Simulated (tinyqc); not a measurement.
Inside a calculation. Model: read current of a NAND string, cells in series solved by shooting.

Program tinyqc, `OMP_NUM_THREADS=1 python tinyqc.py 2142058 2142059 out.jsonl`; Intel Xeon 2.30GHz, shared host, one thread, about 0.2 s. Printed values are rounded.

Cells in series, numbered from 0 at the source line (0 V) to the bit line, each followed by a gap resistance Rg. A cell with gate Vg, threshold VT, source Vs and drain Vd passes I = 2 nf K Vt^2 [F(Vs) - F(Vd)]/(1 + th max(Vg - VT, 0)), F(V) = ln^2(1 + exp((Vg - VT - nf V)/(2 nf Vt))). The selected cell has Vg = Vr, the others Vg = Vp.

Parameters, values chosen for the exercise; values of the order met in vertical NAND strings: temperature T = 300 K; gain factor of a cell K = 3.8 uA/V^2; slope factor nf = 1.8; mobility reduction factor th = 0.19 1/V; resistance of the gap between cells Rg = 28 kohm; bit-line voltage Vbl = 0.4 V; pass voltage Vp = 7.3 V; read voltage on the selected word line Vr = 3.93 V.

Constants: q = 1.602176634e-19 C, kB = 1.380649e-23 J/K, Vt = kB T/q. Results are converted to the units shown.

## Step 1: node voltages for a trial current

first trial current = 0.27 uA
thresholds from the source end, cell 0 to 4 (V): 4.6  4.6  2.6  -0.6  4.6

For a trial current I start at 0 V and, cell by cell (the selected one is cell 2), solve for the drain: sqrt(F(Vd)) = sqrt(F(Vs) - I/k), k = 2 nf K Vt^2/(1 + th max(Vg - VT, 0)), Vd = [Vg - VT - 2 nf Vt ln(exp(sqrt F) - 1)]/nf, then add I Rg.

node voltage after each cell and gap, trial 1, cell 0 to 4 (V): 0.0479187  0.0972080  0.187114  0.218235  0.273269

## Step 2: node voltages for a trial current

second trial current = 0.33 uA

As before.

node voltage after each cell and gap, trial 2, cell 0 to 4 (V): 0.0587198  0.119529  0.235557  0.273951  0.344249

## Course of the secant iteration

Secant steps on the end voltage less Vbl, from the two trials; a trial above the saturation current of a cell has no solution and is moved halfway to the previous trial. Stop below 1e-9 V.

Course of the iteration:
```
iteration	I (uA)	end voltage - Vbl (V)	halvings
1	0.377128	4.13e-3	0
2	0.373875	-1.38e-4	0
3	0.373979	-3.44e-7	0
4	0.373980	2.86e-11	0
```

Converged in 4 iterations to I = 0.37398 uA. The selected cell takes 31.8 % of the bit-line voltage and the gaps together 13.1 %.
